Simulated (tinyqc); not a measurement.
Chemical vapour deposition: Grove model, boundary layer, depletion and step coverage: one step, computed by the program tinyqc. Command: `OMP_NUM_THREADS=1 python tinyqc.py 3000439 3000440 out.jsonl cvd walk`. One thread of a shared host (Intel(R) Xeon(R) Processor @ 2.30GHz), about 0.04 s of CPU time with the checks.

A precursor diffuses to the surface and reacts there at first order; each molecule that reacts adds one formula unit of film.

Task: Gas-phase and surface constants. k_s = k0 exp(-E/(k_B T)); C_g = Y p/(k_B T), 1 torr = 133.322 Pa; D = D0 (T/273.15)^1.75 (760/p). Temperatures in kelvin are T(C) + 273.15. Mean speed c = sqrt(8 k_B T/(pi M)); reactive sticking probability beta = 4 k_s/c.

Inputs (values chosen for the exercise, close to those used for silicon dioxide from an alkoxysilane):

| quantity | value | unit |
|---|---|---|
| prefactor k0 of k_s | 1.4e+09 | cm/s |
| activation energy E | 1.89 | eV |
| temperature T | 670 | C |
| total pressure p | 0.23 | torr |
| mole fraction of the precursor Y | 0.075 | - |
| gas diffusivity D0 at 273.15 K and 760 torr | 0.52 | cm^2/s |
| precursor mass M | 208 | u |

Reactor: wafer stack, low pressure.

Constants: k_B = 1.380649e-23 J/K; u = 1.6605390666e-27 kg; k_B = 8.617333262e-05 eV/K.

Give: surface rate constant k_s; precursor density C_g; gas diffusivity D; mean speed c; sticking probability beta.

Result:

surface rate constant k_s = 0.1114 cm/s

precursor density C_g = 1.766e+14 1/cm^3

gas diffusivity D = 15028 cm^2/s

mean speed c = 30985 cm/s

sticking probability beta = 1.438e-05
